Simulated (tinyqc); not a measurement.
X-ray reflectivity of a thin film on silicon: critical angles, Parratt recursion, fringes and roughness: one step, computed by the program tinyqc. Command: `OMP_NUM_THREADS=1 python tinyqc.py 3120134 3120135 out.jsonl xrr walk`. One thread of a shared host (Intel(R) Xeon(R) Processor @ 2.30GHz), about 0.01 s of CPU time with the checks.

n = 1 - delta + i beta; the classical electron radius is r_e = 2.8179403e-6 nm. Layer 0 is vacuum, 1 the film, 2 the substrate.

Task: Fringe period, contrast and decay. Far above the critical angle the period is d theta = lambda/(2 d), or 2 pi/d in q; the envelope runs between (|r_01| - |r_12 p|)^2 and (|r_01| + |r_12 p|)^2; contrast = 2 a b/(a^2 + b^2) with a = |r_01|, b = |r_12 p|; roughness factors on the amplitudes are about exp(-q^2 sigma^2/2).

Inputs (values chosen for the exercise, modelled on a porous low-k film on silicon, copper K-alpha radiation): wavelength lambda = 0.15406 nm; film thickness d = 23.4 nm; roughness of the surface sigma_1 = 0.11 nm; roughness of the interface sigma_2 = 0.71 nm.

1000 r_01 = 7.367780-0.074797i

1000 r_12 = 3.839078-0.155460i

p = 0.8957320+0.4336683i

q = 4 pi sin(theta)/lambda = 1.382279 1/nm

Give: period in theta; period in q; contrast; roughness factor, surface; roughness factor, interface.

Result:

period in theta = 0.18861 degrees

period in q = 0.26851 1/nm

contrast = 0.81769

roughness factor, surface = 0.98851

roughness factor, interface = 0.61780
